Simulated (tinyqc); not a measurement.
Raising U: Hubbard ring of 6 sites, mean field against exact. Computed by the program tinyqc. 

one-body matrix (hopping and site energies) (eV):
```
         1        2        3        4        5        6
1   0.0000  -0.9600   0.0000   0.0000   0.0000  -0.9600
2  -0.9600   0.0000  -0.9600   0.0000   0.0000   0.0000
3   0.0000  -0.9600   0.0000  -0.9600   0.0000   0.0000
4   0.0000   0.0000  -0.9600   0.0000  -0.9600   0.0000
5   0.0000   0.0000   0.0000  -0.9600   0.0000  -0.9600
6  -0.9600   0.0000   0.0000   0.0000  -0.9600   0.0000
```

electrons, up and down: 3  2

Collinear unrestricted mean field (the lowest of 40 random starts) against exact diagonalisation.

Exact and mean-field results (eV):
```
U          U/t   E exact  E mean field  mean |n_up - n_down|  double occupancy, exact  first gap in the sector
0.480    0.500  -6.26246      -6.24225                 0.181                    0.151                    0.000
0.960    1.000  -5.84940      -5.76934                 0.198                    0.136                    0.000
1.920    2.000  -5.15051      -4.84403                 0.254                    0.107                    0.000
2.880    3.000  -4.60349      -3.97749                 0.368                    0.083                    0.000
3.840    4.000  -4.18075      -3.32525                 0.607                    0.064                    0.000
5.760    6.000  -3.59888      -2.67119                 0.741                    0.039                    0.000
7.680    8.000  -3.23430      -2.34140                 0.783                    0.025                    0.000
11.520  12.000  -2.81942      -2.01235                 0.812                    0.013                    0.000
19.200  20.000  -2.45621      -1.75001                 0.826                 4.88e-03                    0.000
```

In absolute terms mean field is worst at U/t = 6.0, 0.928 eV too high: at small U it is nearly exact, and at large U it still misses the motion of the hole through a fluctuating spin background. Relative to the exact energy its error is 0.3 % at the smallest U, 29 % at most and 29 % at the largest. The double occupancy falls from 0.151 to 0.005.
